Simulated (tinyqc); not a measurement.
Two electrons on one impurity (helium-like model): sweeps and comparisons. A value that a table varies takes the place of the one given here.

Units Ha* = 2 Ry m/eps^2 and a* = a0 eps/m. One electron is bound by Z^2/2. Two electrons in the singlet built from exp(-a r) and exp(-b r): S = 8 (ab)^(3/2)/(a + b)^3, h_aa = a^2/2 - Z a, h_bb alike, h_ab = S (ab/2 - Z (a + b)/2), J = ab (a^2 + 3ab + b^2)/(a + b)^3, K = 20 (ab)^3/(a + b)^5, E = (h_aa + h_bb + 2 S h_ab + J + K)/(1 + S^2). For a = b this is a^2 - 2 Z a + 5a/8. Real double donors are deeper, since the central cell is left out.

Constants: e^2/(4 pi eps0) = 14.39964547 eV angstrom.

Parameters, chosen for this exercise (near those of impurities in GaAs; shifted at random, so the results belong to these values and not to a real crystal): m = 0.068 m0 (one mean mass); eps = 12.8 (dielectric constant); Zs = (0.99, 1.05, 1.28, 1.65, 1.92, 2.5, 4.18) (charges); a_lat = 5.653 angstrom (lattice constant); Eg = 1.531 eV (gap); ED = 5.5 meV (donor binding); EA = 25.9 meV (acceptor binding); W0 = 9.4 x 1e7/s (rate at zero distance); kind = same (sublattices of donor and acceptor); shells = (1308, 2644, 2728, 5259, 7332, 19957, 23187) (shell numbers).

## Effective charge

Ha* = 11.2938 meV

Binding of the first electron, of the second (-E - Z^2/2) with equal and with unequal orbitals, and U, the first less the second (unequal).

Results (meV):
```
Z     first  second, equal  second, unequal   a/b     U  U/(Z Ha*)
0.99    5.5          -0.35             0.11  3.79   5.4      0.485
1.05    6.2          -0.08             0.35  3.25   5.9      0.495
1.28    9.3           1.32             1.69  2.46   7.6      0.523
1.65   15.4           4.83             5.16  2.03  10.2      0.548
1.92   20.8           8.37             8.69  1.87  12.1      0.559
2.50   35.3          18.75            19.05  1.68  16.2      0.575
4.18   98.7          70.26            70.55  1.46  28.1      0.596
```

Equal orbitals bind a second electron only above Z = (5/16)/(1 - 1/sqrt2) = 1.067; unequal ones do so in 7 of the 7 rows. Their gain is 0.47 meV in the first row and 0.28 in the last, while the second binding grows to 71 meV, so the gain decides the matter only near Z = 1. U grows almost linearly with Z: U/(Z Ha*) goes from 0.485 to 0.596, towards 5/8, while the first binding grows as Z^2. Angular correlation is left out: at Z = 1 this function binds the second electron by 0.0133 Ha*, half the exact 0.0278.

## Pair lines (donor-acceptor pair recombination)

h nu = Eg - ED - EA + q/(eps R), q = e^2/(4 pi eps0); shell j lies at R = a_lat sqrt(j/2) for the same sublattice and a_lat sqrt(j/2 - 5/16) for opposite ones (on the same sublattice shells 14, 30, 46, 56, 62, ... are empty, where 2j has the form 4^a (8b + 7)); rate W = W0 exp(-2R/aD) with the donor radius aD = q/(2 eps ED). Polarisation and overlap terms, which matter for close pairs, are left out.

Energy, rate and lifetime for each shell.

Lines:
```
shell  R (angstrom)  Coulomb (meV)  h nu (eV)  step to the next shell (meV)  1/W (microsecond)
1308         144.57            7.8     1.5074                        0.0030              0.180
2644         205.54            5.5     1.5051                        0.0010              0.592
2728         208.78            5.4     1.5050                       0.00099              0.631
5259         289.88            3.9     1.5035                       0.00037               3.08
7332         342.28            3.3     1.5029                       0.00022               8.59
19957        564.69            2.0     1.5016                       5.0e-05                665
23187        608.68            1.8     1.5014                       4.0e-05           1.57e+03
```

limit for distant pairs = 1.4996 eV
aD = 102.3 angstrom

The lines crowd together, on average as R^-3: the step falls from 0.003 to 4e-05 meV, so distant pairs merge into a band. Close pairs emit higher and 8.74e+03 times faster over this table, so the band shifts to lower energy with delay and to higher energy with stronger pumping. All these lines lie below Eg, and R/aD runs from 1.4 up.

tinyqc: `OMP_NUM_THREADS=1 python tinyqc.py 1280616 1280617 out.jsonl`; about 0.02 s, one thread, shared Intel(R) Xeon(R) Processor @ 2.30GHz.
